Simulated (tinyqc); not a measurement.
Decay of LO phonons and the hot-phonon bottleneck in the cooling of electrons: one step, computed by the program tinyqc.

n(E, T) = 1/(exp(E/(k_B T)) - 1) is the Bose occupation. Electrons have a temperature T_e; the LO modes within their reach share one occupation N; the decay products stay at the lattice temperature.

Problem. Spontaneous emission time. Froehlich coupling alpha = (e^2/(4 pi eps_0)) (1/eps_inf - 1/eps_s) k_0/(2 hbar omega), k_0 = sqrt(m* hbar omega/(hbar^2/(2 m_0))); emission time tau_sp = hbar/(2 alpha hbar omega); bottleneck ratio r = (n/N_m) tau/tau_sp.

Inputs (values chosen for the exercise, modelled on aluminium nitride):
```
quantity                                             value    unit
LO energy hbar omega                                   109     meV
lattice temperature T                                  150       K
electron mass m*                                     0.326     m_0
eps_inf                                               4.62       -
static dielectric constant eps_s                       8.7       -
electron density n                                 5.5e+18  1/cm^3
density of LO modes that the electrons reach, N_m  2.5e+19  1/cm^3
```

Decay channel: two equal phonons plus a three-phonon channel.

phonon lifetime tau = 1.328278 ps

Constants: e^2/(4 pi eps_0) = 14.39964548 eV angstrom; hbar^2/(2 m_0) = 3.80998212 eV angstrom^2; hbar = 6.582119569e-16 eV s.

Give: alpha; emission time tau_sp; bottleneck ratio r.

Solution.

alpha = 0.6475

emission time tau_sp = 4.663 fs

bottleneck ratio r = 62.67

r compares the rate at which electrons exchange quanta with a mode to its decay rate. Exchange outruns decay, so a hot population builds up if the power is high enough. Caution: alpha is above 1/2, so hbar/tau_sp exceeds hbar omega and the emission time, a weak-coupling result, is only rough.
